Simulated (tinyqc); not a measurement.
Raising U: Hubbard ring of 6 sites, mean field against exact. Computed by the program tinyqc. Collinear unrestricted mean field (the lowest of 40 random starts) against exact diagonalisation.

one-body matrix (hopping and site energies) (eV):
```
         1        2        3        4        5        6
1   0.3000  -1.6200   0.0000   0.0000   0.0000  -1.6200
2  -1.6200   0.4700  -1.6200   0.0000   0.0000   0.0000
3   0.0000  -1.6200   0.0800  -1.6200   0.0000   0.0000
4   0.0000   0.0000  -1.6200  -0.5100  -1.6200   0.0000
5   0.0000   0.0000   0.0000  -1.6200  -0.5000  -1.6200
6  -1.6200   0.0000   0.0000   0.0000  -1.6200  -0.5000
```

electrons, up and down: 3  3

Exact and mean-field results (eV):
```
U          U/t    E exact  E mean field  mean |n_up - n_down|  double occupancy, exact  first gap in the sector
0.810    0.500  -12.54480     -12.50491                 0.000                    0.235                    2.911
1.620    1.000  -11.44250     -11.28224                 0.000                    0.218                    2.680
3.240    2.000   -9.49025      -8.84007                 0.000                    0.183                    2.150
6.480    4.000   -6.63161      -5.27414                 0.754                    0.113                    1.261
9.720    6.000   -4.96079      -3.82125                 0.891                    0.064                    0.790
12.960   8.000   -3.98223      -3.05591                 0.938                    0.039                    0.566
19.440  12.000   -2.92899      -2.26972                 0.972                    0.019                    0.368
32.400  20.000   -2.04132      -1.62976                 0.990                    0.007                    0.220
```

Estimate the missing row, U = 4.86.

Computed row:
```
U        U/t   E exact  E mean field  mean |n_up - n_down|  double occupancy, exact  first gap in the sector
4.860  3.000  -7.88763      -6.61786                 0.540                    0.147                    1.655
```

In absolute terms mean field is worst at U/t = 4.0, 1.357 eV too high: at small U it is nearly exact, and at large U it misses only exchange-scale energies. Its local moments set in at U/t = 3.0 of those listed, a broken symmetry that the exact state of a finite cluster with equal spins does not have. Relative to the exact energy its error is 0.3 % at the smallest U, 23 % at most and 20 % at the largest. The double occupancy falls from 0.235 to 0.007.
